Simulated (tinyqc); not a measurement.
Changing the coupling lambda_1: critical temperature from a phonon spectrum: McMillan, Allen-Dynes and the linearised Eliashberg equation. Computed by tinyqc, a small Python program. Command: `OMP_NUM_THREADS=1 python tinyqc.py 3010591 3010592 out.jsonl eliashberg sweep`. One thread of a shared host (Intel(R) Xeon(R) Processor @ 2.30GHz), about 0.02 s of CPU time with the checks.

alpha^2 F(omega) = sum_i (lambda_i omega_i/2) delta(omega - omega_i), so that lambda = 2 int alpha^2 F/omega d omega = sum_i lambda_i.

Inputs (values chosen for the exercise, for a model metal):
```
quantity,value,unit
peak energy omega_1,46.2,meV
peak energy omega_2,108,meV
coupling lambda_2,0.481,-
peak energy omega_3,175,meV
coupling lambda_3,0.421,-
Coulomb pseudopotential mu*,0.08,-
```

Peaks in alpha^2 F: three.

Constants: k_B = 8.617333262e-05 eV/K.

Method:
- omega_log = exp(sum lambda_i ln omega_i / lambda); omega_rms = sqrt(sum lambda_i omega_i^2 / lambda).
- McMillan form: k_B T_c = (omega_log/1.2) exp[-1.04 (1 + lambda)/(lambda - mu* (1 + 0.62 lambda))]. Allen-Dynes multiplies it by f1 f2: f1 = [1 + (lambda/L1)^(3/2)]^(1/3), L1 = 2.46 (1 + 3.8 mu*); f2 = 1 + (omega_rms/omega_log - 1) lambda^2/(lambda^2 + L2^2), L2 = 1.82 (1 + 6.3 mu*) omega_rms/omega_log.
- Linearised Eliashberg equation at omega_n = (2n + 1) pi k_B T, n = 0..N-1: lambda(j) = sum_i lambda_i omega_i^2/(omega_i^2 + (2 pi j k_B T)^2); K_mn = lambda(m - n) + lambda(m + n + 1) - 2 mu*(N) - delta_mn [2m + 1 + lambda(0) + 2 sum_(j=1..m) lambda(j)], with 1/mu*(N) = 1/mu* + ln(omega_rms/omega_N), omega_N = (2N + 1) pi k_B T. T_c is where the largest eigenvalue rho of K is zero.
- N is the smallest integer at or above 8 omega_max/(2 pi k_B T_AD), omega_max the highest peak and T_AD the Allen-Dynes value.

One run for each value:
```
coupling lambda_1,"T_c, Eliashberg (K)",omega_log (meV),"T_c, Allen-Dynes (K)","T_c, McMillan form (K)",lambda
0.279,123.9,105.0,126.1,115.2,1.181
0.376,129.2,98.6,131.2,118.2,1.278
0.505,135.7,92.0,137.4,121.5,1.407
0.680,143.8,85.2,145.1,125.0,1.582
0.915,153.6,78.8,154.5,128.6,1.817
1.230,165.3,72.8,166.3,132.0,2.132
1.660,179.3,67.4,181.1,135.3,2.562
2.230,195.6,63.0,199.2,138.1,3.132
```

What does the table show, and why?

Over the rows, T_c, Eliashberg (K) rises from 124 to 196 (exponent d ln y / d ln x 0.14 between the first rows and 0.29 between the last); omega_log (meV) falls from 105 to 63.0 (exponent d ln y / d ln x -0.21 between the first rows and -0.23 between the last); T_c, Allen-Dynes (K) rises from 126 to 199 (exponent d ln y / d ln x 0.13 between the first rows and 0.32 between the last). McMillan/Eliashberg goes from 0.93 to 0.71. More weight on the lowest peak also pulls omega_log down, which takes back part of the gain.

Caution (all rows): a phonon-mediated T_c this high is known only in hydrides under high pressure. Caution (rows 0.680, 0.915, 1.23, 1.66, 2.23): for lambda above about 1.5 the plain McMillan form saturates and falls short.

Extremes, crossings and ranges named in words are read from the listed rows.
